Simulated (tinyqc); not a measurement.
# Trench capacitor in an array: capacitance, non-linearity, leakage and relaxation: what changes with what

A film between two metal electrodes, each interface adding a series capacitance ci. The small-signal permittivity is ek (1 + aq E^2); the field is found with the linear permittivity. Leakage J = J0 sinh(E/Ef). After a voltage step the film passes a relaxation current kr C V tt^(-nr), tt being the time in seconds. The sidewall is a coaxial capacitor with radii a = dm/2 - t and b = dm/2, depth AR dm; the end face is left out.

Parameters, values chosen for the exercise; permittivity of the order of that of strontium titanate:

| symbol | value | unit | meaning |
|---|---|---|---|
| ek | 143 |  | relative permittivity of the film |
| t | 26 | nm | film thickness |
| ci | 1000 | uF/cm^2 | capacitance of each electrode interface (dead layer and screening) |
| aq | -0.025 | cm^2/MV^2 | quadratic field coefficient of the permittivity |
| V | 2.4 | V | bias |
| nr | 0.936 |  | exponent of the relaxation current |
| kr | 0.00068 |  | strength of the relaxation |
| J0 | 3.6e-10 | A/cm^2 | leakage prefactor |
| Ef | 0.26 | MV/cm | field for an e-fold rise of the leakage |
| dm | 150 | nm | diameter of the hole |
| AR | 20 |  | aspect ratio, depth over diameter |
| pt | 220 | nm | pitch of the square array |
| rho | 180 | uohm cm | resistivity of the inner electrode |
| t0 | 2e-8 | s | duration of the write pulse |

Constants: eps0 = 8.8541878128e-14 F/cm where lengths are in cm. Results are converted to the units shown.

Each table varies one quantity; the others keep the values above.

## Capacitance, non-linearity and leakage against thickness

Planar film: Cf = eps0 ek/t, 1/C = 1/Cf + 2/ci, EOT = 3.9 eps0/C, effective permittivity C t/eps0, E = (V/t) C/Cf; quadratic coefficient [C(V)/C - 1]/V^2 with Cf (1 + aq E^2) in C(V).

Results:
```
t (nm),C (uF/cm^2),EOT (nm),effective permittivity,E (MV/cm),quadratic coefficient (ppm/V^2),J (A/cm^2)
12,10.33,0.3342,140.0,1.959,-1.634e4,3.365e-7
15,8.301,0.4160,140.6,1.573,-1.058e4,7.647e-8
18,6.937,0.4978,141.0,1.315,-7404,2.828e-8
22,5.690,0.6069,141.4,1.078,-4993,1.139e-8
27,4.646,0.7433,141.7,0.8806,-3335,5.318e-9
33,3.808,0.9069,141.9,0.7217,-2244,2.878e-9
49,2.571,1.343,142.3,0.4873,-1025,1.145e-9
60,2.101,1.643,142.4,0.3983,-685.7,7.940e-10
```

Estimate the missing row, t = 40 nm.

Computed row:
```
t (nm),C (uF/cm^2),EOT (nm),effective permittivity,E (MV/cm),quadratic coefficient (ppm/V^2),J (A/cm^2)
40,3.145,1.098,142.1,0.5962,-1533,1.765e-9
```

With this row back in the table: C falls from 10.3 to 2.10 uF/cm^2 while the effective permittivity goes from 140 to 142 (ek = 143). EOT is a straight line in t with slope 3.9/ek = 0.0273 and intercept 0.00691 nm. The quadratic coefficient goes as t^(-1.95) between the first two rows and t^(-1.99) between the last two (-2 without interfaces), and J falls by 2.63 decades.

## Cell against the film thickness

Per length 1/c = ln(b/a)/(2 pi eps0 ek) + (1/a + 1/b)/(2 pi ci); cell capacitance c AR dm; per footprint over pt^2; fields c V/(2 pi eps0 ek r) at r = a and b; resistance of the inner electrode rho AR dm/(pi a^2); time constant R C/3 of the distributed line.

Results:
```
t (nm),cell capacitance (fF),per footprint (uF/cm^2),field at a (MV/cm),field at b (MV/cm),R (kohm),R C/3 (ps)
8.7,188.08,388.59,2.8527,2.5217,0.39104,24.515
12,134.04,276.95,2.1396,1.7972,0.43307,19.350
21,71.770,148.29,1.3365,0.96230,0.58946,14.102
29,48.382,99.963,1.0577,0.64871,0.81232,13.101
39,32.288,66.710,0.90191,0.43292,1.3263,14.274
52,20.069,41.466,0.87747,0.26909,3.2493,21.737
```

Estimate the missing row, t = 16 nm.

Computed row:
```
t (nm),cell capacitance (fF),per footprint (uF/cm^2),field at a (MV/cm),field at b (MV/cm),R (kohm),R C/3 (ps)
16,97.899,202.27,1.6686,1.3126,0.49379,16.114
```

With this row back in the table: As t goes from 8.7 to 52, the cell capacitance falls from 188 to 20.1 fF, the capacitance per footprint falls from 389 to 41.5 uF/cm^2, the ratio of the two fields rises from 1.13 to 3.26 and R C/3 goes from 24.5 through a minimum of 13.1 (at t = 29 among the rows listed) to 21.7 ps; the time constant goes as t^(-0.74) between the first two rows and t^(1.46) between the last two.

## Charge lost after writing

Planar film: Cf = eps0 ek/t, 1/C = 1/Cf + 2/ci, EOT = 3.9 eps0/C, effective permittivity C t/eps0, E = (V/t) C/Cf. A capacitor written for t0 and then left open loses, as a share of C V, kr (tt^(1 - nr) - t0^(1 - nr))/(1 - nr) by relaxation and J tt/(C V) by leakage; both are taken as small, and rows far outside that range are left out.

The same in every row: leakage current (nA/cm^2) = 6.052.

Charge lost after writing:
```
tt (s),relaxation current (nA/cm^2),loss by relaxation (%),loss by leakage (%),total loss (%)
1e-6,3.251e6,0.09720,5.228e-8,0.09720
1e-5,3.767e5,0.1669,5.228e-7,0.1669
0.0001,4.365e4,0.2476,5.228e-6,0.2476
0.001,5059,0.3412,5.228e-5,0.3412
0.01,586.2,0.4496,5.228e-4,0.4501
0.1,67.92,0.5753,0.005228,0.5805
1,7.871,0.7208,0.05228,0.7731
10,0.9121,0.8895,0.5228,1.412
100,0.1057,1.085,5.228,6.314
```

What does the comparison show?

The two currents are equal at tt = 1.32 s. The loss by relaxation grows from 0.0972 to 1.09 %, by 0.0697 points over the first decade and 0.195 over the last, while the loss by leakage grows tenfold a decade. Leakage is the larger loss for tt = 100 s. For tt = 100 the falling voltage would already cut the leakage, so the linear estimate overstates the loss.

Numbers from tinyqc (`OMP_NUM_THREADS=1 python tinyqc.py 2102069 2102070 out.jsonl`; about 0.01 s on one thread of a shared Intel Xeon 2.30GHz).
